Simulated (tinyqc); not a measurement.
Three-level Kane dispersion of a narrow-gap semiconductor, step by step. Values are carried at full precision from step to step, so a last printed digit may differ when a step is redone from the rounded ones.

Zero of energy at Gamma8, c = hbar^2/2m0, P^2 = Ep c. The free-electron term and remote bands are left out, so the heavy holes are flat at E = 0 and the other three bands obey E (E - Eg)(E + Dso) = P^2 k^2 (E + 2 Dso/3). The conduction band is the highest root; its edge is Ec = max(Eg, 0).

Constants: hbar^2/2m0 = 3.80998211 eV angstrom^2; hbar = 6.58211957e-16 eV s; e^2/(4 pi eps0) = 14.39964547 eV angstrom; muB = 5.788381798e-05 eV/T.

Parameters, chosen for this exercise (near those of grey Sn; not measured data):
```
symbol  value    unit        meaning
Eg      -0.415   eV          E(Gamma6) - E(Gamma8)
Dso     0.81     eV          spin-orbit splitting
Ep      23.2     eV          Kane energy
k       0.014    1/angstrom  wave vector
n       4.2e+17  cm^-3       electron density
eps     23.2                 high-frequency dielectric constant
B       3.6      T           magnetic field
```

## The three bands at one k

Expand the equation into E^3 + a2 E^2 + a1 E + a0 = 0 and give its roots; compare with the two-level form (Dso to infinity) E = Eg/2 +/- sqrt(Eg^2/4 + (2/3) P^2 k^2).

P^2 k^2 = 0.017325 eV^2

a2, a1, a0: 1.225000  0.318825  -0.009355

roots (eV): -0.8246  -0.4270  0.0266

two-level form (eV): -0.4412  0.0262

The two-level form misses the highest root by -0.4 meV. The order is inverted: the band that would be the light hole curves upward from Gamma8 and touches the heavy holes, so there is no gap.

## Mass at the edge and limiting velocity

For Eg < 0 the conduction band starts at Gamma8 with m0* = 3 |Eg|/(2 Ep). In the two-level form the velocity tends to v = sqrt(2/3) P/hbar, and |Eg| = 2 m v^2 with m = 3 |Eg|/(2 Ep), as for a relativistic particle. 1 angstrom = 1e-10 m.

m0* = 0.02683 m0
P = 9.4017 eV angstrom
v = 1.166e+06 m/s
k at which the linear part sets in, |Eg|/(2 hbar v) = 0.02703 1/angstrom

## Fermi level and mass at a given density

Degenerate electrons at T = 0: kF = (3 pi^2 n)^(1/3), 1 cm^-3 = 1e-24 angstrom^-3; EF is the highest root at kF. The momentum (cyclotron, optical) mass is m(E) = hbar^2 k/(dE/dk) = c d(k^2)/dE with d(k^2)/dE = k^2 [1/E + 1/(E - Eg) + 1/(E + Dso) - 1/(E + 2 Dso/3)]; the density of states is k d(k^2)/dE/(2 pi^2).

Edge mass m0* = 3 |Eg|/(2 Ep).

Compare EF - Ec with the parabolic value c kF^2/m0*.

kF = 0.02317 1/angstrom
EF - Ec = 0.0680 eV
parabolic value = 0.0762 eV
m(EF) = 0.03326 m0
m(EF)/m0* = 1.240
density of states at EF = 1.025e+19 1/(eV cm^3)

The parabola overstates EF - Ec by a factor of 1.12; (EF - Ec)/|Eg| = 0.16, and the two-level rule 1 + 2 (EF - Ec)/|Eg| = 1.328 estimates the mass ratio.

## Plasma and cyclotron energies

hbar wp = sqrt(8 pi c (e^2/4 pi eps0) n/(eps m)), hbar wc = 2 muB B/m (classical limit), with m = m(EF) and, for comparison, the edge mass; n in angstrom^-3.

hbar wp with m(EF), with m0* (meV): 27.39  30.50

hbar wc with m(EF), with m0* (meV): 12.53  15.53

hbar wc is not small against EF - Ec = 68.0 meV, so fewer than ten Landau levels are filled and the classical value is only a guide.

## Checks

- Roots of the cubic against the 8 x 8 Kane matrix without remote terms: they agree to 1e-10 or better.
- m(E) near the edge against m0*: both 0.02683.

Computed by tinyqc, a small Python program: `OMP_NUM_THREADS=1 python tinyqc.py 1050635 1050636 out.jsonl` (the numbers bound the seed that draws the inputs); one thread of a shared host (Intel(R) Xeon(R) Processor @ 2.30GHz), about 0.01 s for the whole set of steps.
